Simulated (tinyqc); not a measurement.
# From saturation field B_sat back to antiferromagnetic coupling J1

Model: two coupled magnetic layers: synthetic antiferromagnet, spin flop, exchange bias and magnetoresistance. Computed by tinyqc, a small Python program. Command: `OMP_NUM_THREADS=1 python tinyqc.py 3004880 3004881 out.jsonl saf inv`. One thread of a shared host (Intel(R) Xeon(R) Processor @ 2.30GHz), about 0.3 s of CPU time with the checks.

Moments lie in the plane at the angles p1, p2 from the field. Energy per area: E = J1 cos(p1 - p2) + J2 cos^2(p1 - p2) - B M_s (t1 cos p1 + t2 cos p2) + K (t1 cos^2 p1 + t2 cos^2 p2).

Inputs (values chosen for the exercise, for a model stack): saturation magnetisation M_s = 1410 kA/m; thickness t1 = 4.1 nm; thickness t2 = 4.1 nm; biquadratic coupling J2 = 0 mJ/m^2; in-plane anisotropy K = 4.5 kJ/m^3; field over the saturation field = 0.69.

Field direction: along the hard axis.

Method. The parallel state is stable while the Hessian at p1 = p2 = 0 is positive: with c = J1 + 2 J2 and u = B M_s - 2K, (u t1 - c)(u t2 - c) > c^2, so B_sat M_s = c (1/t1 + 1/t2) + 2K. B_K = 2K/M_s.

Problem. A run gave the result below. Find the antiferromagnetic coupling J1, known to lie between 0.2 and 0.45 mJ/m^2.

saturation field B_sat = 102.3179 mT

Solution.

Each step takes the trial c = (a f_b - b f_a)/(f_b - f_a), f being the result less the target and a, b, c the logarithms of the listed values; c replaces end b, the old b replaces a if the sign of f changed, and otherwise f_a is halved.

Scan of the range:
```
antiferromagnetic coupling J1 (mJ/m^2)  saturation field B_sat (mT)
0.200                                                        75.575
0.229                                                        85.608
0.262                                                        97.025
0.300                                                       110.171
0.343                                                       125.048
0.393                                                       142.346
0.450                                                       162.065
```

False position (Illinois rule, in the logarithm of the input) inside the bracket:
```
step     end a     end b     trial  saturation field B_sat (mT)
1     0.262000  0.300000  0.276684                      102.105
2     0.300000  0.276684  0.277276                      102.310
3     0.300000  0.277276  0.277322                      102.326
4     0.277276  0.277322  0.277300                      102.318
5     0.277322  0.277300  0.277300                      102.318
```

Saturation field B_sat rises at every point of a 13-point scan of the range (every second point is shown), so one value fits; it is bracketed by 0.262 and 0.300. The scan shows a straight line, so linear interpolation between any two rows gives the answer at once. Answer: antiferromagnetic coupling J1 = 0.2773 mJ/m^2.
